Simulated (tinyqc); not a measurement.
Domain walls in a thin film with perpendicular anisotropy: Bloch, Neel and chiral walls, motion and stripe domains: one step, computed by the program tinyqc. Command: `OMP_NUM_THREADS=1 python tinyqc.py 3026142 3026143 out.jsonl mwall walk`. One thread of a shared host (Intel(R) Xeon(R) Processor @ 2.30GHz), about 0.01 s of CPU time with the checks.

One-dimensional wall: polar angle theta(x), azimuth phi of the moment in the wall (phi = 0 Neel, 90 degrees Bloch). mu_0 = 1.25663706212e-6 T m/A, gamma = 1.76085963023e11 rad/(s T).

Problem. Bloch or Neel. sigma(phi) = sigma_0 + 2 Delta K_D cos^2(phi) - pi D cos(phi), with the wall shape anisotropy K_D = N_x mu_0 M_s^2/2, N_x = t ln 2/(pi Delta). The minimum has cos(phi) = D/D_N for D < D_N = 4 Delta K_D/pi and phi = 0 beyond; sigma turns negative at D_c = (sigma_0 + 2 Delta K_D)/pi.

Inputs (values chosen for the exercise, for a model film): saturation magnetisation M_s = 1400 kA/m; DMI constant D = 0.13 mJ/m^2; thickness t = 2.5 nm.

width parameter Delta = 6.398595 nm

sigma_0 = 12.50274 mJ/m^2

Give: K_D; D_N; azimuth phi; wall energy sigma; D_c.

Solution.

K_D = 106.16 kJ/m^3

D_N = 0.86489 mJ/m^2

azimuth phi = 81.355 degrees

wall energy sigma = 12.472 mJ/m^2

D_c = 4.4122 mJ/m^2

A mixed wall, between Bloch and Neel. D is 0.03 of D_c.
